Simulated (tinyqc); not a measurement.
What moves the results: zigzag graphene nanoribbon in tight binding. A value that a table varies takes the place of the one given here.

A zigzag ribbon of N chains, sites A1, B1, A2, ..., BN across it. For each k it is a chain with bonds -2t cos(k/2) (A_n to B_n) and -t (B_n to A_(n+1)), and +D, -D on A and B. A1 and BN are the edge sites; the Dirac points project to k = 2 pi/3.

Inputs chosen for the exercise (near those used for graphene; the results hold for these values, not for the real material):

| symbol | value | unit | meaning |
|---|---|---|---|
| t | 2.55 | eV | hopping |
| D | 0.15 | eV | sublattice potential, +D on A and -D on B |
| Nw | 15 |  | chains, N of this table |
| k | 2.49 |  | k times the period sqrt3 acc |
| N | 3 |  | zigzag chains |

## The flat edge band

A ribbon of N = Nw chains: lowest positive level, next level, and weight on the two edge sites per state of the middle pair, along k.

Along k:

| k/pi | 2 cos(k/2) | lowest level (eV) | next (eV) | edge weight |
|---|---|---|---|---|
| 0.50 | 1.4142 | 1.18798 | 1.5082 | 0.031 |
| 0.60 | 1.1756 | 0.63469 | 1.0307 | 0.059 |
| 0.65 | 1.0450 | 0.37287 | 0.8342 | 0.102 |
| 0.70 | 0.9080 | 0.19272 | 0.7397 | 0.214 |
| 0.75 | 0.7654 | 0.15122 | 0.8332 | 0.416 |
| 0.80 | 0.6180 | 0.15000 | 1.0895 | 0.618 |
| 0.85 | 0.4669 | 0.15000 | 1.4211 | 0.782 |
| 0.90 | 0.3129 | 0.15000 | 1.7852 | 0.902 |
| 0.95 | 0.1569 | 0.15000 | 2.1657 | 0.975 |
| 1.00 | 0.0000 | 0.15000 | 2.5544 | 1.000 |

Beyond k = 2 pi/3 the lowest level sinks towards D = 0.15 eV: it is within 1 meV of that from k/pi = 0.80 on. The edge weight grows from 0.21 at 0.70 to 1 at pi, where the chain breaks into dimers and the next level is sqrt(t^2 + D^2) = 2.5544 eV. So flat a band is sensitive to interactions, which this model leaves out; they matter once they exceed the splitting of the middle pair (2D, or for D = 0 only the small overlap of the two edges).

## Lowest level against width

D = 0; lowest positive level at the given k, and the estimate t x^N (1 - x^2), x = 2 cos(k/2) (a dash if x >= 1).

Level (eV):

| N | matrix | estimate |
|---|---|---|
| 2 | 0.7963 | 0.6167 |
| 3 | 0.4485 | 0.3948 |
| 4 | 0.2693 | 0.2527 |
| 5 | 0.1669 | 0.1618 |
| 6 | 0.1052 | 0.1036 |
| 8 | 0.04258 | 0.04243 |
| 10 | 0.01740 | 0.01739 |
| 14 | 0.002919 | 0.002919 |

With x = 0.6401 < 1 the level falls exponentially: from N = 10 to 14 by a factor 0.168, against x^4 = 0.168.

## What each parameter does

The two lowest positive levels at k and the weight on the two edge sites per state of the middle pair. Each row changes one parameter from the base and keeps the others.

Results:

| case | lowest (eV) | next (eV) | edge weight |
|---|---|---|---|
| base | 0.4729 | 2.5823 | 0.7014 |
| t = 2.677 eV | 0.4941 | 2.7105 | 0.7014 |
| N = 4 | 0.3083 | 2.0986 | 0.6473 |
| D = 0.25 eV | 0.5135 | 2.5901 | 0.7014 |
| k = 2.39 | 0.6268 | 2.7153 | 0.6508 |

The largest shifts from the base row, up to three for each result and ties (the steps differ in size, so this ranks the rows, not the parameters). lowest (eV): N -0.1646, k +0.1539, D +0.0406. next (eV): N -0.4837, k +0.1329, t +0.1282. edge weight: N -0.0541, k -0.0506; unchanged at the printed digits by t and D.

tinyqc: `OMP_NUM_THREADS=1 python tinyqc.py 1480734 1480735 out.jsonl`; about 0.01 s, one thread, shared Intel(R) Xeon(R) Processor @ 2.30GHz.
